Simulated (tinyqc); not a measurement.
## Conduction-band offset of an n-N heterojunction from carrier-profile moments: effect of the offset

Layer 1 (x < 0) accumulates electrons and layer 2 (x > 0) is depleted. Boltzmann statistics. The bands bend down by V1 in layer 1 and up by V2 in layer 2, with V1 + V2 = VD = dE + Vt ln[(N2/Nc2)/(N1/Nc1)].

Sheet densities from the first integral: Q1 = sqrt((2 eps0 eps_r Vt N1/q)(exp(u1) - u1 - 1)) extra electrons, Q2 = sqrt((2 eps0 eps_r Vt N2/q)(exp(-u2) + u2 - 1)) missing ones, u = V/Vt; neutrality Q1 = Q2 + si.

Values chosen for this exercise; values of the order of III-V alloys: temperature T = 300 K; relative permittivity of both layers eps_r = 12.4; density of states of the narrow-gap layer 1 Nc1 = 3.1e17 cm^-3; density of states of the wide-gap layer 2 Nc2 = 6.3e17 cm^-3; donor density in layer 1 N1 = 6.5e15 cm^-3; donor density in layer 2 N2 = 3e16 cm^-3; fixed charge at the interface si = 0 cm^-2.

Constants: q = 1.602176634e-19 C, kB = 1.380649e-23 J/K, Vt = kB T/q, eps0 = 8.8541878128e-14 F/cm where lengths are in cm. Results are converted to the units shown.

Effect of the offset:
```
dE (eV)   VD (V)   V1 (V)  Q1 (cm^-2)  n(0-)/Nc1
0.06     0.08121  0.04508    8.278e10     0.1199
0.12      0.1412  0.06563    1.450e11     0.2655
0.19      0.2112  0.08085    2.075e11     0.4784
0.25      0.2712  0.08980    2.529e11     0.6762
0.31      0.3312  0.09663    2.930e11     0.8807
0.37      0.3912   0.1021    3.290e11      1.089
0.44      0.4612   0.1074    3.672e11      1.336
0.5       0.5212   0.1112    3.974e11      1.549
```

Q1 rises from 8.28e10 to 3.97e11 cm^-2, as VD^(0.65) between the last two rows. Layer 1 takes 55.5 % of VD in the first row and 21.3 % in the last: accumulation charge grows exponentially with V1, so most of a large offset falls across the depleted side. For dE = 0.25, 0.31, 0.37, 0.44, 0.5 n(0-) nears or passes Nc1, where degeneracy and quantisation lower Q1.

Program tinyqc, `OMP_NUM_THREADS=1 python tinyqc.py 2410044 2410045 out.jsonl`; Intel Xeon 2.30GHz, shared host, one thread, about 0.08 s.
